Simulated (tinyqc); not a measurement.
# Off-state leakage of single and stacked transistors: subthreshold current against the height of the stack

n-channel devices of unit width. Subthreshold current I(Vg, Vs, Vd) = I0 (T/300 K)^0.5 exp[(Vg - Vs - VT(T) - gb (Vs - Vb) + dd (Vd - Vs))/(nf Vt)] (1 - exp(-(Vd - Vs)/Vt)), VT(T) = VT - cT (T - 300 K). Gate-edge tunnelling Ig (Vd/1 V) exp(ag (Vd - 1 V)), for a gate at 0 V, and band-to-band leakage Ab u exp(-Bb/u), u = Vd - Vb + 1 V, flow at a drain held at V; both are taken as independent of T. In a stack of off transistors (all gates at 0 V) the same subthreshold current passes through each.

All n gates at 0 V, bottom source at 0 V, top drain at V; node voltages follow from equal currents.

Values chosen for this exercise; values of the order met in bulk silicon logic transistors: temperature T = 378 K; supply voltage V = 0.8 V; threshold at 300 K, zero drain and body bias VT = 0.32 V; fall of the threshold with temperature cT = 0.7 mV/K; current at threshold at 300 K I0 = 0.3 uA/um; slope factor nf = 1.29; drain-induced lowering per volt dd = 0.12; rise of the threshold per volt of source-body bias gb = 0.18; body voltage Vb = 0 V.

Constants: q = 1.602176634e-19 C, kB = 1.380649e-23 J/K, Vt = kB T/q. Results are converted to the units shown.

Results:
```
n,I (nA/um),reduction factor,drain voltage of the bottom device (mV),source voltage of the top device (mV),voltage across the top device (V)
1,5.9769,1.0000,800.00,0,0.80000
2,0.66165,9.0333,71.140,71.140,0.72886
4,0.22449,26.624,14.244,106.08,0.69392
5,0.16830,35.514,10.190,115.39,0.68461
6,0.13453,44.427,7.9321,122.63,0.67737
```

Estimate the missing row, n = 3.

Computed row:
```
n,I (nA/um),reduction factor,drain voltage of the bottom device (mV),source voltage of the top device (mV),voltage across the top device (V)
3,0.33624,17.776,23.667,93.020,0.70698
```

With this row back in the table: The second transistor cuts the current by a factor of 9.03, the third by a further 1.97 and the sixth by 1.25. The top device keeps 84.7 % of the supply at n = 6, while the drain voltage of the bottom one falls to 0.244 Vt.

Numbers from tinyqc (`OMP_NUM_THREADS=1 python tinyqc.py 2242167 2242168 out.jsonl`; about 0.04 s on one thread of a shared Intel Xeon 2.30GHz).
